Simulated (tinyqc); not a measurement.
Phonon-assisted absorption at an indirect gap, step by step. Values are carried at full precision from step to step, so a last printed digit may differ when a step is redone from the rounded ones.

alpha(E) = sum_j A_j [N_j (E - Eg + w_j)^2 + (N_j + 1)(E - Eg - w_j)^2], each bracket counted only where its base is positive; N_j = 1/(exp(w_j/kB T) - 1). The first term absorbs a phonon and the second emits one; excitons and direct transitions are left out.

Constants: kB = 8.617333262e-05 eV/K.

Values chosen for the exercise (loosely those of GaP at room temperature; Eg is not tied to T; the results hold for these values, not for the real material):
- Eg = 2.235 eV (indirect gap, held fixed unless listed)
- w = (45.6, 12.6) meV (two zone-edge phonons)
- A = (5000, 320) 1/(cm eV^2) (their strengths)
- T = 200 K
- E = 2.396 eV (photon energy)
- nr = 3.45 (refractive index)
- d = 11 micrometre (thickness)
- xj = 0.44 micrometre (dead layer at the surface)
- W = 0.99 micrometre (depleted width)
- L = 140 micrometre (minority diffusion length below it)

## The four branches at one energy

Evaluate the occupations and each term.

N_j: 0.07636  0.9282

terms with phonon absorption (1/cm): 16.30  8.952

terms with phonon emission (1/cm): 71.67  13.59

alpha = 110.5 1/cm
wavelength hc/E (hc = 1239.841984 eV nm) = 517.5 nm

Phonon absorption supplies 22.8 % of alpha; the depth 1/alpha is 90.5 micrometre.

## What a slab does with it

Slab of thickness d in air, incoherent passes: R = ((nr - 1)/(nr + 1))^2, x = exp(-alpha d); transmitted Tr = (1 - R)^2 x/(1 - R^2 x^2), reflected Rt = R + (1 - R)^2 R x^2/(1 - R^2 x^2), absorbed Ab = (1 - R)(1 - x)/(1 - R x).

d in cm is 1e-4 times the value in micrometres.

R = 0.3031
x = 0.8855
Tr = 0.4634
Rt = 0.4275
Ab = 0.1090

A single pass would absorb (1 - R)(1 - x) = 0.0798; the back face adds 0.0293.

## Quantum efficiency of a diode

Photodiode (Gaertner form with a dead layer): QE = (1 - R) exp(-alpha xj) [1 - exp(-alpha W)/(1 + alpha L)], R = ((nr - 1)/(nr + 1))^2; responsivity = QE/E in A/W for E in eV.

Evaluate the factors; 1 micrometre = 1e-4 cm.

passes the dead layer = 0.9951
collected share = 0.6117
QE = 0.4242
responsivity = 0.1770 A/W

Without diffusion from below the collected share would be 0.0109.

## Checks

- Tr + Rt + Ab against 1: both 1.000000.

Computed by tinyqc, a small Python program: `OMP_NUM_THREADS=1 python tinyqc.py 1681804 1681805 out.jsonl` (the numbers bound the seed that draws the inputs); one thread of a shared host (Intel(R) Xeon(R) Processor @ 2.30GHz), about 0.01 s for the whole set of steps.
